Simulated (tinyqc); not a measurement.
# Reverse leakage of an n+-p junction: diffusion, generation, trap-assisted and band-to-band tunnelling, step by step

Program tinyqc, `OMP_NUM_THREADS=1 python tinyqc.py 2290154 2290155 out.jsonl`; Intel Xeon 2.30GHz, shared host, one thread, about 0.01 s. Printed values are rounded.

One-sided abrupt junction in the depletion approximation, x from the junction (0) to W on the p side, field F = F0 (1 - x/W). Flat quasi-Fermi levels, long p side. Traps generate through SRH with both lifetimes shortened by 1 + Gamma (Hurkx enhancement, form for moderate fields); band-to-band generation is local and needs a total bending above Eg.

Inputs (values chosen for the exercise); band and dielectric values close to those of silicon: temperature T = 250 K; band gap Eg = 1.12 eV; relative permittivity eps_r = 11.8; conduction-band density of states at T Nc = 2.13e19 cm^-3; valence-band density of states at T Nv = 2.03e19 cm^-3; acceptor density of the lighter side Na = 2.4e16 cm^-3; donor density of the heavier side Nd = 1e19 cm^-3; SRH lifetime of both carriers at zero field tau = 2e-7 s; trap level above the intrinsic level Et = 0 eV; tunnelling mass mt = 0.27 m0; electron diffusion coefficient on the lighter side Dn = 4 cm^2/s; band-to-band prefactor Ab = 7.3e14 cm^-0.5 V^-2.5 s^-1; band-to-band field constant Bb = 1.93e7 V/cm; reverse bias VR = 1.3 V.

Constants: q = 1.602176634e-19 C, kB = 1.380649e-23 J/K, hbar = 1.054571817e-34 J s, m0 = 9.1093837015e-31 kg, Vt = kB T/q, eps0 = 8.8541878128e-14 F/cm where lengths are in cm. Results are converted to the units shown.

Range of the model: The n+ side is degenerate, so Vbi from Boltzmann statistics is only a guide.

## Field, scales and diffusion current

ni = sqrt(Nc Nv) exp(-Eg/(2 Vt)), Eg in volts; Vbi = Vt ln(Na Nd/ni^2); W = sqrt(2 eps0 eps_r (Vbi + VR)/(q Na)); F0 = 2 (Vbi + VR)/W; FG = sqrt(24 mt m0 (kB T)^3)/(q hbar); J_diff = q ni^2 sqrt(Dn/tau)(1 - exp(-VR/Vt))/Na.

ni = 1.068648e8 cm^-3
Vbi = 0.9585016 V
W = 350.3320 nm
F0 = 128.9349 kV/cm
FG = 291.5952 kV/cm
J_diff = 3.409444e-16 A/cm^2

## Generation rates across the layer

u = (Vbi + VR)(1 - x/W)^2, p = Na exp(-u/Vt), n = Nd exp((u - Vbi - VR)/Vt); G0 = ni^2 (1 - exp(-VR/Vt))/(tau (n + p + 2 ni cosh(Et/Vt))); Gamma = 2 sqrt(3 pi)(F/FG) exp((F/FG)^2); trap-assisted part G0 Gamma; G_bb = Ab F^2.5 exp(-Bb/F) with F in V/cm, zero unless Vbi + VR > Eg, and counted as zero under 1 cm^-3 s^-1. 15 equal steps.

```
point    x (nm)  F (kV/cm)      Gamma  G0 (cm^-3 s^-1)  G0 Gamma (cm^-3 s^-1)  G_bb (cm^-3 s^-1)
0        0.0000   128.9349   3.301163         5710.043               18849.78                  0
1       23.3555   120.3393   3.004413       4.215653e9            1.266556e10                  0
2       46.7109   111.7436   2.725120      2.193521e14            5.977607e14                  0
3       70.0664   103.1480   2.461438      2.671615e14            6.576016e14                  0
4       93.4219    94.5523   2.211671      2.671620e14            5.908746e14                  0
5      116.7773    85.9566   1.974253      2.671620e14            5.274455e14                  0
6      140.1328    77.3610   1.747733      2.671620e14            4.669279e14                  0
7      163.4882    68.7653   1.530760      2.671586e14            4.089557e14                  0
8      186.8437    60.1696   1.322070      2.635650e14            3.484513e14                  0
9      210.1992    51.5740   1.120474      3.911782e13            4.383048e13                  0
10     233.5546    42.9783  0.9248454      2.721488e11            2.516956e11                  0
11     256.9101    34.3827  0.7341126       4.112130e9             3.018767e9                  0
12     280.2656    25.7870  0.5472456       1.576171e8             8.625528e7                  0
13     303.6210    17.1913  0.3632487       1.534050e7             5.572416e6                  0
14     326.9765     8.5957  0.1811515       3.791237e6             6.867883e5                  0
15     350.3320     0.0000          0       2.379185e6                      0                  0
```

## Current components

Each current is q times the trapezoid sum of its rate; J adds J_diff; J_bb under 1e-8 of the sum is given as 0.

J_SRH = 6.953013e-10 A/cm^2
J_TAT = 1.362864e-9 A/cm^2
J_bb = 0 A/cm^2
J = 2.058166e-9 A/cm^2

A fine grid gives J = 1.997e-9 A/cm^2; the coarse sum is 3.0 % above it. On the fine grid the largest part is trap-assisted tunnelling (65.8 %). The simple estimate q ni W/(2 tau cosh(Et/Vt)) is 2.20 times the fine-grid J_SRH of 6.823e-10 A/cm^2, since near both edges n or p is large enough to quench generation.
